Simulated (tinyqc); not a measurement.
Leakage against temperature: trap-assisted generation and recombination current of an abrupt junction. Computed by tinyqc, a small Python program. Command: `OMP_NUM_THREADS=1 python tinyqc.py 3001184 3001185 out.jsonl junctionleak walk`. One thread of a shared host (Intel(R) Xeon(R) Processor @ 2.30GHz), about 0.01 s of CPU time with the checks.

Depletion approximation, flat quasi-Fermi levels across the depleted layer, long neutral regions with minority lifetimes tau_n and tau_p, full ionisation and Boltzmann statistics. Voltages in exponents stand for e V.

Inputs (values chosen for the exercise, for a model semiconductor):
```
quantity                              value    unit
gap E_g                                1.54      eV
electron mass m_e                    0.0556     m_0
valleys M_c                               1       -
hole mass m_h                         0.446     m_0
dielectric constant eps                9.55       -
acceptor density N_A                6.3e+15   cm^-3
donor density N_D                   1.3e+17   cm^-3
capture time tau_n                  7.4e-07       s
capture time tau_p                  1.9e-06       s
trap level E_t - E_i                   0.23      eV
electron diffusion coefficient D_n       74  cm^2/s
hole diffusion coefficient D_p          4.2  cm^2/s
reverse bias V_r                        6.5       V
temperature T                           300       K
```

Field enhancement: none.

Constants: k_B = 8.617333262e-05 eV/K; m_0 = 9.1093837015e-31 kg; k_B = 1.380649e-23 J/K; h = 6.62607015e-34 J s; e = 1.602176634e-19 C; eps_0 = 8.8541878128e-12 F/m.

Method:
- N_c = 2 M_c (2 pi m_e k_B T/h^2)^(3/2) and N_v = 2 (2 pi m_h k_B T/h^2)^(3/2), masses in units of m_0.
- n_i = sqrt(N_c N_v) exp(-E_g/2 k_B T); V_bi = (k_B T/e) ln(N_A N_D/n_i^2); diffusion saturation current J_d0 = e n_i^2 [sqrt(D_n/tau_n)/N_A + sqrt(D_p/tau_p)/N_D].
- W = sqrt(2 eps eps_0 (V_bi - V)(1/N_A + 1/N_D)/e), x_p = W N_D/(N_A + N_D), x_n = W - x_p, peak field F_m = 2 (V_bi - V)/W; reverse bias means V = -V_r.
- Potential from the p edge: phi = (V_bi - V) x^2/(x_p W) on the p side and (V_bi - V)[1 - (W - x)^2/(x_n W)] on the n side; p = N_A exp(-phi/k_B T), n = n_i^2 exp(V/k_B T)/p; U = (n p - n_i^2)/[tau_p (n + n_i exp(dE/k_B T)) + tau_n (p + n_i exp(-dE/k_B T))], dE = E_t - E_i, n1 = n_i exp(dE/k_B T), p1 = n_i exp(-dE/k_B T); J_t = e int U dx by the trapezoid rule on 400 intervals on each side.
- The gap, capture times and diffusion coefficients are held fixed. J_g = -J_t at V = -V_r. The last column is -k_B d ln(J_g + J_d0)/d(1/T) from this row and the one above.

Reverse current:
```
T (K)  generation (A/cm^2)  diffusion (A/cm^2)  activation energy (eV)
240             8.0601e-21          1.4789e-27                       -
270             2.0843e-18          8.2522e-24                  1.0340
300             1.8070e-16          8.4798e-21                  1.0383
340             2.0837e-14          1.3649e-17                  1.0434
380             9.0331e-13          4.8180e-15                  1.0505
420             1.9441e-11          5.7338e-13                  1.0634
480             7.6446e-10          1.7471e-10                  1.1143
```

What does the comparison show, and why?

The activation energy goes from 1.034 to 1.114 eV. Generation alone gives about E_g/2 + dE if tau_p exp(dE/k_B T) exceeds tau_n exp(-dE/k_B T), else E_g/2 - dE, here 1.000 eV, plus 1.5 k_B T and diffusion E_g = 1.54 eV plus 3 k_B T; generation rules in every row.

Extremes, crossings and ranges named in words are read from the listed rows.
